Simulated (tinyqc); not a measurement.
Smearing for a one-band metal on the square lattice: sweeps and comparisons. A value that a table varies takes the place of the one given here.

Lattice vectors (units of a): a1 = (1, 0), a2 = (0, 1). E(k) = -t A_1(k) - t2 A_2(k), A_m the sum of cos(k . R) over the 4 nearest and 4 second lattice vectors. Mesh k = sum (j_i/N) b_i, j_i = 0 .. N-1.

With x = (E_k - mu)/sigma: Fermi-Dirac f = 1/(1 + exp(x)), s = -f ln f - (1 - f) ln(1 - f); Gaussian f = erfc(x)/2, s = exp(-x^2)/(2 sqrt(pi)); Methfessel-Paxton (first order) f = erfc(x)/2 - x exp(-x^2)/(2 sqrt(pi)), s = (1 - 2 x^2) exp(-x^2)/(4 sqrt(pi)); cold (Marzari-Vanderbilt) with y = x + 1/sqrt(2), f = erfc(y)/2 + exp(-y^2)/sqrt(2 pi), s = y exp(-y^2)/sqrt(2 pi). With weights w = points/N^d (d the dimension), mu solves 2 sum w f = ne; E = 2 sum w f E_k, S = 2 sum w s, F = E - sigma S.

With x = (E_k - mu)/sigma: Gaussian f = erfc(x)/2, s = exp(-x^2)/(2 sqrt(pi)); Methfessel-Paxton (first order) f = erfc(x)/2 - x exp(-x^2)/(2 sqrt(pi)), s = (1 - 2 x^2) exp(-x^2)/(4 sqrt(pi)). With weights w = points/N^d (d the dimension), mu solves 2 sum w f = ne; E = 2 sum w f E_k, S = 2 sum w s, F = E - sigma S.

With x = (E_k - mu)/sigma: Fermi-Dirac f = 1/(1 + exp(x)), s = -f ln f - (1 - f) ln(1 - f). With weights w = points/N^d (d the dimension), mu solves 2 sum w f = ne; E = 2 sum w f E_k, S = 2 sum w s, F = E - sigma S.

Parameters, chosen for this exercise:
- t = 0.74 eV (nearest hopping)
- t2 = -0.04 eV (second hopping)
- ne = 0.3 (electrons per cell)
- N = 8 (unshifted mesh)
- sigma = 0.148 eV (width)

## Error of each scheme against the width

All on the dense mesh N = 200. The reference is F of first-order Methfessel-Paxton smearing with sigma = 0.05 t on the mesh N = 200; it moves by 0.00 meV on the mesh N = 250, so errors below a few times that are not resolved.

Errors (meV per cell):

| sigma (eV) | FD F | FD (E+F)/2 | Gauss F | Gauss (E+F)/2 | MP F | cold F |
|---|---|---|---|---|---|---|
| 0.074 | -2.73 | 0.00 | -0.41 | 0.00 | 0.00 | 0.00 |
| 0.111 | -6.15 | 0.01 | -0.93 | 0.00 | 0.00 | -0.01 |
| 0.148 | -10.96 | 0.04 | -1.66 | 0.00 | 0.00 | -0.03 |
| 0.222 | -24.73 | 0.07 | -3.74 | 0.00 | 0.00 | -0.09 |
| 0.296 | -43.95 | -0.21 | -6.65 | 0.01 | 0.01 | -0.21 |
| 0.444 | -97.36 | -3.84 | -14.98 | 0.05 | 0.08 | -0.72 |
| 0.592 | -167.14 | -14.14 | -26.69 | 0.11 | 0.21 | -2.10 |

reference = -0.66617 eV

Doubling sigma from 0.148 to 0.296 eV multiplies the error of F by 4.0 (Fermi-Dirac) and 4.0 (Gaussian); a pure sigma^2 term would give 4. At the smallest width Fermi-Dirac errs 6.6 times as much as Gaussian, against 2 pi^2/3 = 6.6 for the ratio of the sigma^2 terms at equal sigma. At the largest width the sizes of the errors rank Gauss (E+F)/2 0.1, MP F 0.2, cold F 2.1, FD (E+F)/2 14.1, Gauss F 26.7, FD F 167.1 meV; the reference is good to about 0.01 meV.

## Mesh against width

Gaussian smearing, (E + F)/2. The reference is F of first-order Methfessel-Paxton smearing with sigma = 0.05 t on the mesh N = 200; it moves by 0.00 meV on the mesh N = 250, so errors below a few times that are not resolved.

Errors (meV per cell):

| N | sigma = 0.05 t | sigma = 0.15 t | sigma = 0.4 t |
|---|---|---|---|
| 4 | 54.75 | 49.90 | 37.79 |
| 8 | -2.76 | -3.52 | -4.09 |
| 12 | -2.52 | -2.86 | -1.53 |
| 16 | -0.65 | -1.04 | -0.17 |
| 24 | 0.23 | 0.16 | 0.01 |
| 48 | -0.05 | 0.00 | 0.01 |

reference = -0.66617 eV

First N from which the value stays within 2 meV of its last entry (which need not be the best one): 16 for sigma = 0.05 t, 16 for sigma = 0.15 t, 12 for sigma = 0.4 t. At the last mesh the errors are -0.05, 0.00 and +0.01 meV. The widest smearing converges sooner with the mesh than the narrowest; a level at which its last entries rest, if any, is its bias. The smallest error belongs to 0.05 t on 1, 0.15 t on 1, 0.4 t on 4 of the 6 meshes.

## What moves the results of Fermi-Dirac smearing

All sums formed anew. Each row changes one parameter from the base and keeps the others.

Results:

| case | mu (eV) | E (eV) | S | F (eV) |
|---|---|---|---|---|
| base | -1.6702 | -0.6601 | 0.1278 | -0.6791 |
| N = 16 | -1.6924 | -0.6554 | 0.1471 | -0.6772 |
| sigma = 0.296 eV | -1.7253 | -0.6241 | 0.2916 | -0.7105 |
| ne = 0.4 | -1.3422 | -0.8022 | 0.1785 | -0.8286 |
| t2 = 0.034 eV | -1.7097 | -0.7171 | 0.0984 | -0.7316 |
| t = 0.814 eV | -1.8326 | -0.7317 | 0.1106 | -0.7480 |

The largest shifts from the base row, up to three for each result and ties (the steps differ in size, so this ranks the rows, not the parameters). mu (eV): ne +0.3279, t -0.1625, sigma -0.0551. E (eV): ne -0.1420, t -0.0715, t2 -0.0569. S: sigma +0.1638, ne +0.0507, t2 -0.0294. F (eV): ne -0.1495, t -0.0690, t2 -0.0526.

(tinyqc, `OMP_NUM_THREADS=1 python tinyqc.py 1680552 1680553 out.jsonl`, Intel(R) Xeon(R) Processor @ 2.30GHz, 1 thread, shared host, about 0.07 s.)
